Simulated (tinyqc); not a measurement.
Deep trap from a strong local potential in a two-band host (Koster-Slater model with semi-elliptic bands). Inputs raised by 5 %, one at a time. Computed by tinyqc, a small Python program. Command: `OMP_NUM_THREADS=1 python tinyqc.py 3008897 3008898 out.jsonl deeptrap sens`. One thread of a shared host (Intel(R) Xeon(R) Processor @ 2.30GHz), about 0.02 s of CPU time with the checks.

The valence band spans -2 W_v to 0 and the conduction band E_g to E_g + 2 W_c. The orbital at the impurity site has weight f_v in the valence band and 1 - f_v in the conduction band, each spread as a semi-ellipse (2/(pi W^2)) sqrt(W^2 - x^2) about the band centre. The impurity adds U to this orbital. Spin is left out.

Inputs (values chosen for the exercise, for a model semiconductor): gap E_g = 5.27 eV; half-width of the valence band W_v = 3 eV; half-width of the conduction band W_c = 5.8 eV; valence weight f_v of the site orbital = 0.52; impurity potential U = -10.5 eV.

Impurity: attractive, donor-like.

Method:
- In the gap G(E) = f_v (2/W_v^2)[x - sqrt(x^2 - W_v^2)] - (1 - f_v)(2/W_c^2)[y - sqrt(y^2 - W_c^2)], x = E + W_v, y = E_g + W_c - E.
- G falls across the gap from G(0) to G(E_g). A repulsive U binds if U > 1/G(0), an attractive one if U < 1/G(E_g); the vacancy level (U infinite) solves G(E) = 0 (bisection).
- The trap level solves G(E) = 1/U (bisection). With D = -dG/dE = D_v + D_c, D_v = f_v (2/W_v^2)[x/sqrt(x^2 - W_v^2) - 1] and D_c = (1 - f_v)(2/W_c^2)[y/sqrt(y^2 - W_c^2) - 1], the weight on the impurity orbital is 1/(U^2 D) and the conduction-band character is D_c/D.

Runs; columns: (1) input moved; (2) from; (3) to; (4) trap level E_t (eV); (5) depth below the conduction band (eV); (6) vacancy level (eV); (7) conduction-band character:
```
(1)                                        (2)      (3)    (4)      (5)    (6)     (7)
base run                                     -        -  5.267  0.00291  3.744  0.9904
gap E_g (eV)                              5.27   5.5335  5.528  0.00588  3.895  0.9871
half-width of the valence band W_v (eV)      3     3.15  5.266  0.00417  3.695  0.9888
impurity potential U (eV)                -10.5  -11.025  5.260  0.01043  3.744  0.9814
```

Exponents ln(y'/y) / ln(x'/x):
```
input                               trap level E_t  depth below the conduction band  vacancy level  conduction-band character
gap E_g                                      0.990                           14.427          0.810                     -0.068
half-width of the valence band W_v          -0.005                            7.395         -0.268                     -0.034
impurity potential U                        -0.029                           26.164          0.000                     -0.186
```

Which inputs matter most for each result?

Among the inputs moved here: trap level E_t answers most in size to gap E_g (exponent +0.990), next to impurity potential U (-0.029). Depth below the conduction band answers most in size to impurity potential U (exponent +26.164), next to gap E_g (+14.427). Vacancy level answers most in size to gap E_g (exponent +0.810), next to half-width of the valence band W_v (-0.268); its exponent is below 0.0005 for impurity potential U. conduction-band character answers most in size to impurity potential U (exponent -0.186), next to gap E_g (-0.068).
